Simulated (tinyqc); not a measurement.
Classical Heisenberg spin chain: exact results, Metropolis, heat-bath and over-relaxation steps, and a Monte Carlo run: one step, computed by the program tinyqc.

E = -J sum_i s_i . s_(i+1) for unit vectors s_i on an open chain; K = J/(k_B T).

Question. Exact results. Each bond angle is independent, so u = <s_i . s_(i+1)> = coth K - 1/K, <s_i . s_(i+n)> = u^n, correlation length xi = -1/ln|u|, energy per bond -J u, heat capacity per bond c/k_B = 1 - K^2/sinh^2 K, and for the long chain chi = mu^2 (1 + u)/(3 k_B T (1 - u)) per spin.

Inputs (values chosen for the exercise, for a model chain of large moments): coupling J = 14 meV; temperature T = 92.6 K; moment mu = 3.4 mu_B.

Constants: k_B = 8.617333262e-05 eV/K; mu_B = 5.7883818060e-05 eV/T.

Give: K; u; xi; energy per bond; heat capacity; chi over the Curie value; chi.

Answer.

K = 1.754

u = 0.4917

xi = 1.409 sites

energy per bond = -6.884 meV

heat capacity = 0.6084 k_B/bond

chi over the Curie value = 2.935

chi = 0.08204 mu_B/T per spin
